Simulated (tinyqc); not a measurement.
What moves the results: plasmons of a degenerate electron gas in the random-phase approximation. A value that a table varies takes the place of the one given here.

Zero temperature, parabolic band: kF = (3 pi^2 n)^(1/3), EF = c kF^2/m, Ep^2 = 8 pi c e2 n/(m eb), qTF^2 = 6 pi e2 n/(eb EF), c = hbar^2/2m0, e2 = e^2/(4 pi eps0), n in 1/angstrom^3 (1e-24 per 1/cm^3).

Lindhard function: eps(q, E)/eb = 1 + (qTF/q)^2 (f1 + i f2) with z = q/(2 kF), u = E/(hbar vF q), hbar vF = 2 c kF/m; f1 = 1/2 + [h(z - u) + h(z + u)]/(8 z), h(x) = (1 - x^2) ln|(x + 1)/(x - 1)|; f2 = pi u/2 for z + u < 1, (pi/(8 z))(1 - (z - u)^2) for |z - u| < 1 < z + u, else 0. Pairs exist for c (q^2 - 2 q kF)/m < E < c (q^2 + 2 q kF)/m.

Constants: hbar^2/2m0 = 3.80998211 eV angstrom^2; e^2/(4 pi eps0) = 14.39964547 eV angstrom; a0 (Bohr radius) = 0.5291772105 angstrom.

Values chosen for the exercise (a free-electron density near that of Na; not measured data):
```
symbol  value     unit        meaning
n       2.65e+22  1/cm^3      electron density
m       1         m0          mass
eb      1                     background dielectric constant
ed      1                     dielectric constant of the surroundings
d       200       angstrom    film thickness
qp      0.364     1/angstrom  wave vector of the plasmon
```

## Dispersion and weight of the plasmon

Short formula: E^2 = Ep^2 + (3/5)(hbar vF q)^2 + (c q^2/m)^2; qc is where the plasmon meets the top of the continuum. The weight is the share of the f-sum that the plasmon carries, 2E/(Ep^2 d(eps/eb)/dE); a dash marks no undamped root.

Energies (eV):
```
q (1/angstrom),q/kF,top of continuum,plasmon,short formula,weight
0.0866,0.094,0.6372,6.063,6.063,1.000
0.217,0.235,1.705,6.163,6.162,1.000
0.347,0.376,2.898,6.357,6.350,0.997
0.477,0.517,4.219,6.669,6.636,0.988
0.606,0.657,5.658,7.135,7.027,0.954
0.693,0.751,6.700,7.572,7.357,0.897
0.780,0.846,7.800,8.151,7.742,0.769
0.840,0.911,8.592,8.669,8.042,0.561
0.953,1.033,10.16,-,8.685,-
1.13,1.225,12.81,-,9.902,-
```

qc = 0.8664 1/angstrom

Ep = 6.045 eV. The plasmon rises from 6.063 to 8.669 eV just before qc, 43 % above Ep. The short formula errs by -0.49 % at q/kF = 0.52 and -7.23 % next to qc. The weight falls from 1.000 to 0.561 as pairs take over the sum. At rs = 3.9 exchange and correlation, left out here, flatten the dispersion, and core polarisation lowers Ep in a real metal.

## Density dependence

n is multiplied by the factor listed.

Results:
```
factor,rs,EF (eV),Ep (eV),Ep/EF,qc/kF,alpha = 3 EF/(5 Ep)
0.10,8.471,0.6983,1.912,2.737,1.247,0.219
0.20,6.724,1.108,2.703,2.439,1.146,0.246
0.50,4.954,2.042,4.274,2.093,1.024,0.287
1.0,3.932,3.241,6.045,1.865,0.939,0.322
2.0,3.121,5.145,8.549,1.662,0.862,0.361
5.0,2.299,9.477,13.52,1.426,0.768,0.421
10,1.825,15.04,19.12,1.271,0.704,0.472
```

Over two decades Ep grows by 10.0 (n^(1/2)) and EF by 21.5 (n^(2/3)), so Ep/EF falls from 2.737 to 1.271 as sqrt(rs), and qc/kF from 1.247 to 0.704: in a dense gas the plasmon enters the continuum earlier on the scale of kF. alpha is the coefficient in E = Ep + alpha hbar^2 q^2/(m m0). The random-phase values are only rough in the rows with rs above about 2 (up to 8.5 here).

## Thin film modes against wave vector (bulk, surface, particle and sheet plasmons)

Drude medium eps = eb (1 - Ep^2/E^2), no retardation. A film of thickness d has modes eps = -ed coth(q d/2) (lower) and eps = -ed tanh(q d/2) (upper); a sheet with ns = n d has E^2 = 4 pi c e2 ns q/(m ed). One surface: eps = -ed; small sphere: eps = -2 ed.

Modes (eV):
```
q d,q (1/angstrom),lower,upper,sheet
0.020,0.000100,0.6015,6.015,0.6045
0.050,0.000250,0.9439,5.971,0.9558
0.10,0.000500,1.319,5.899,1.352
0.20,0.00100,1.820,5.764,1.912
0.50,0.00250,2.681,5.418,3.022
1.0,0.00500,3.398,4.999,4.274
2.0,0.0100,3.975,4.554,6.045
4.0,0.0200,4.235,4.313,8.549
8.0,0.0400,4.274,4.275,12.09
```

bulk, surface, sphere (eV): 6.045  4.274  3.490

At small q d the lower mode tends to the sheet law sqrt(q) (within 5 % up to q d = 0.1 of the values listed) and the upper one starts near the bulk value. At q d = 8 the two are 0.0014 eV apart around the surface value 4.274 eV. Retardation, left out here, matters where q is below about three times sqrt(ed) E/(hbar c), hbar c = 1973.27 eV angstrom: that holds for 6 of the rows (from the top) for the lower mode and 6 for the upper one.

## What moves the plasmon

The plasmon is taken at qp. Each row changes one parameter from the base and keeps the others.

Results:
```
case,Ep (eV),plasmon at qp (eV),qc (1/angstrom)
base,6.045,6.391,0.8664
n = 3.18e+22 1/cm^3,6.622,6.975,0.9001
m = 1.15 m0,5.637,5.917,0.9126
eb = 1.1,5.763,6.126,0.8362
qp = 0.255 1/angstrom,6.045,6.209,0.8664
```

The largest shifts from the base row, up to three for each result and ties (the steps differ in size, so this ranks the rows, not the parameters). Ep (eV): n +0.577, m -0.408, eb -0.281; unchanged at the printed digits by qp. plasmon at qp (eV): n +0.585, m -0.473, eb -0.264. qc (1/angstrom): m +0.0462, n +0.0337, eb -0.0302; unchanged at the printed digits by qp.

(tinyqc, `OMP_NUM_THREADS=1 python tinyqc.py 1651696 1651697 out.jsonl`, Intel(R) Xeon(R) Processor @ 2.30GHz, 1 thread, shared host, about 0.01 s.)
